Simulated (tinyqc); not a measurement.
# Which input was changed?

Model: thermal, flicker and telegraph noise of a field-effect transistor. Computed by tinyqc, a small Python program. Command: `OMP_NUM_THREADS=1 python tinyqc.py 3023281 3023282 out.jsonl noise which`. One thread of a shared host (Intel(R) Xeon(R) Processor @ 2.30GHz), about 0.04 s of CPU time with the checks.

Strong inversion, threshold roll-off and channel-length modulation left out; noise sources are uncorrelated and are given as one-sided spectral densities. The drain voltage is 50 mV.

Inputs (values chosen for the exercise, modelled on a silicon n-channel):

| quantity | value | unit |
|---|---|---|
| width W | 34 | micrometre |
| length L | 400 | nm |
| electrical oxide thickness t | 1.8 | nm |
| mobility mu | 210 | cm^2/(V s) |
| overdrive V_ov | 0.32 | V |
| oxide trap density N_t | 3e+17 | 1/(eV cm^3) |
| oxide barrier phi | 2 | eV |
| oxide mass m_ox | 0.23 | m_0 |
| Hooge parameter alpha_H | 0.00024 | - |
| frequency f | 400 | Hz |
| temperature T | 300 | K |

Operating region: linear. Flicker model: Hooge.

Constants: eps_0 = 8.8541878128e-12 F/m; hbar = 1.054571817e-34 J s; m_0 = 9.1093837015e-31 kg; e = 1.602176634e-19 C; k_B = 8.617333262e-05 eV/K; k_B = 1.380649e-23 J/K.

Method:
- C_ox = 3.9 eps_0/t; I = mu C_ox (W/L) V_ov V_D; g_m = I/V_ov; g_d0 = I/V_D.
- Tunnelling length lambda = hbar/(2 sqrt(2 m_ox phi)); flat-band noise S_Vfb = e^2 k_B T lambda N_t/(W L C_ox^2 f). Hooge: S_I = I^2 alpha_H/(f N), N = W L C_ox V_ov/e (the source-end density).
- Thermal: S_I = 4 k_B T g_d0; input-referred S_V = S_I/g_m^2; corner f_c where flicker equals thermal.
- Total input noise from 1 Hz to f_c: sqrt(S_V,thermal [f_c ln(f_c/1 Hz) + f_c - 1 Hz]).

Task: One of these inputs alone was changed, within the range given: length L (200 to 800); electrical oxide thickness t (0.9 to 3.6); mobility mu (105 to 420); overdrive V_ov (0.16 to 0.64). Which one, and to what value?

Results:

| run | corner frequency f_c (Hz) | input noise up to f_c (microvolt) | flicker S_I/I^2 (1/Hz) |
|---|---|---|---|
| before | 761546.5 | 26.18934 | 1.151415e-12 |
| after | 993636.9 | 26.42778 | 1.151415e-12 |

Result:

Each candidate set to reproduce corner frequency f_c, and what it then gives:

| candidate | range searched | value needed | input noise up to f_c (microvolt) | flicker S_I/I^2 (1/Hz) |
|---|---|---|---|---|
| length L (nm) | 200 to 800 | 350.2 | 28.245 | 1.3152e-12 |
| electrical oxide thickness t (nm) | 0.9 to 3.6 | no effect | - | - |
| mobility mu (cm^2/(V s)) | 105 to 420 | 274.0 | 26.428 | 1.1514e-12 |
| overdrive V_ov (V) | 0.16 to 0.64 | no effect | - | - |

Only mobility mu fits every result: it went from 210 to 274 cm^2/(V s). The next best candidate, length L, misses one result by 14 %.
